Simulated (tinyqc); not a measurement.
The diagram with and without ligand: potential-pH (Pourbaix) lines of a metal, its cation, its oxide and an oxyanion, with a complexing ligand. Computed by tinyqc, a small Python program. Command: `OMP_NUM_THREADS=1 python tinyqc.py 3025120 3025121 out.jsonl pourb walk`. One thread of a shared host (Intel(R) Xeon(R) Processor @ 2.30GHz), about 0.01 s of CPU time with the checks.

Potentials are against the standard hydrogen electrode; solids and water have unit activity; dG_f of M, H+ and the electron is zero; F = e N_A and s = R T ln(10)/F. The cation carries z = 2.

Inputs (values chosen for the exercise, modelled on tin): dG_f of the cation = -26.83 kJ/mol; dG_f of the oxide = -250.62 kJ/mol; dG_f of the oxyanion = -306.62 kJ/mol; dG_f of water = -237.14 kJ/mol; temperature T = 298.15 K; log10 of the dissolved activity a = -5; log10 of the stability constant beta of ML = 5.8; pKa of HL = 6.4; total ligand c_L = 0.0038 mol/L.

Species: M, M2+, MO, MO2(2-).

Constants: R = 8.314462618 J/(mol K); e = 1.602176634e-19 C; N_A = 6.02214076e+23 1/mol.

Method. M2+ + 2e = M; MO + 2H+ + 2e = M + H2O; MO2(2-) + 4H+ + 2e = M + 2H2O. For each, E0 = -dG/(z F), and E = E0 + (s/z) log10 a - (s n_H/z) pH, with no activity term for the oxide. The free ligand is c_L/(1 + 10^(pKa - pH)) (ligand in excess); dissolved metal is a in all, so the free cation is a/alpha, alpha = 1 + beta [L]; the cation line drops by (s/z) log10 alpha.

E0 (V): cation -0.139037, oxide -0.069855, oxyanion 0.868837

s = 0.0591593 V

Lines against the metal (V); the species with the lowest line is stable above it:
```
pH    cation     oxide  oxyanion  stable above  cation with ligand  stable above, ligand
0   -0.28694  -0.06986   0.72094        cation            -0.28695             dissolved
2   -0.28694  -0.18817   0.48430        cation            -0.28811             dissolved
4   -0.28694  -0.30649   0.24766         oxide            -0.31715             dissolved
5   -0.28694  -0.36565   0.12934         oxide            -0.34513                 oxide
6   -0.28694  -0.42481   0.01103         oxide            -0.37079                 oxide
7   -0.28694  -0.48397  -0.10729         oxide            -0.38404                 oxide
8   -0.28694  -0.54313  -0.22561         oxide            -0.38659                 oxide
9   -0.28694  -0.60229  -0.34393         oxide            -0.38688                 oxide
10  -0.28694  -0.66145  -0.46225         oxide            -0.38691                 oxide
12  -0.28694  -0.77977  -0.69889         oxide            -0.38691                 oxide
14  -0.28694  -0.89809  -0.93552      oxyanion            -0.38691              oxyanion
```

What does the comparison show, and why?

Without ligand the oxide holds 8 of the eleven rows (pH 4 to 12), with it 7 (pH 5, 6, 7, 8, 9, 10, 12). The ligand acts once beta [L] exceeds 1, from pH = pKa - log10(beta c_L) = 3.0 on; its line then falls by at most s/z per pH unit and flattens beyond pKa, 0.100 V below the free cation at most. The oxide line falls faster, by s per pH unit, so the oxide takes over again at higher pH.

Extremes, crossings and ranges named in words are read from the listed rows.
